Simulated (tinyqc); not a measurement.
Chemical trend: level against potential: deep trap from a strong local potential in a two-band host (Koster-Slater model with semi-elliptic bands). Computed by tinyqc, a small Python program. Command: `OMP_NUM_THREADS=1 python tinyqc.py 3018433 3018434 out.jsonl deeptrap walk`. One thread of a shared host (Intel(R) Xeon(R) Processor @ 2.30GHz), about 0.03 s of CPU time with the checks.

The valence band spans -2 W_v to 0 and the conduction band E_g to E_g + 2 W_c. The orbital at the impurity site has weight f_v in the valence band and 1 - f_v in the conduction band, each spread as a semi-ellipse (2/(pi W^2)) sqrt(W^2 - x^2) about the band centre. The impurity adds U to this orbital. Spin is left out.

Inputs (values chosen for the exercise, with a gap close to that of GaN):

| quantity | value | unit |
|---|---|---|
| gap E_g | 3.38 | eV |
| half-width of the valence band W_v | 5.8 | eV |
| half-width of the conduction band W_c | 4.7 | eV |
| valence weight f_v of the site orbital | 0.61 | - |

Impurity: repulsive, acceptor-like.

Method:
- In the gap G(E) = f_v (2/W_v^2)[x - sqrt(x^2 - W_v^2)] - (1 - f_v)(2/W_c^2)[y - sqrt(y^2 - W_c^2)], x = E + W_v, y = E_g + W_c - E.
- G falls across the gap from G(0) to G(E_g). A repulsive U binds if U > 1/G(0), an attractive one if U < 1/G(E_g); the vacancy level (U infinite) solves G(E) = 0 (bisection).
- The trap level solves G(E) = 1/U (bisection). With D = -dG/dE = D_v + D_c, D_v = f_v (2/W_v^2)[x/sqrt(x^2 - W_v^2) - 1] and D_c = (1 - f_v)(2/W_c^2)[y/sqrt(y^2 - W_c^2) - 1], the weight on the impurity orbital is 1/(U^2 D) and the conduction-band character is D_c/D.
- U is 1.05, 1.2, 1.5, 2, 3, 5, 10 and 30 times the threshold, rounded to three digits; the largest values are formal and only show the vacancy limit.

repulsive threshold = 6.36492 eV

vacancy level = 2.38167 eV

Trend:

| U (eV) | E_t (eV) | weight on the impurity | conduction character | E_t - vacancy level (eV) |
|---|---|---|---|---|
| 6.68 | 0.0037 | 0.02269 | 0.00821 | -2.3780 |
| 7.64 | 0.0498 | 0.06838 | 0.03288 | -2.3319 |
| 9.55 | 0.2204 | 0.10176 | 0.08116 | -2.1613 |
| 12.70 | 0.5444 | 0.09829 | 0.15636 | -1.8373 |
| 19.10 | 1.0560 | 0.06237 | 0.27767 | -1.3257 |
| 31.80 | 1.5729 | 0.02587 | 0.41196 | -0.8088 |
| 63.60 | 1.9874 | 0.00646 | 0.52743 | -0.3943 |
| 191.00 | 2.2550 | 0.00068 | 0.60462 | -0.1267 |

What follows from these numbers?

dE_t/dU equals the weight on the impurity, which peaks at 0.102 (U = 9.55 eV) and falls to 6.8e-4 in the last row, so beyond the peak each further eV of potential moves the level less. The level nears the vacancy level, 2.382 eV, as 1/U: it is 0.394 eV away at 10 times the threshold and 0.127 eV at 30 times, and the state is then host-like.

Extremes, crossings and ranges named in words are read from the listed rows.
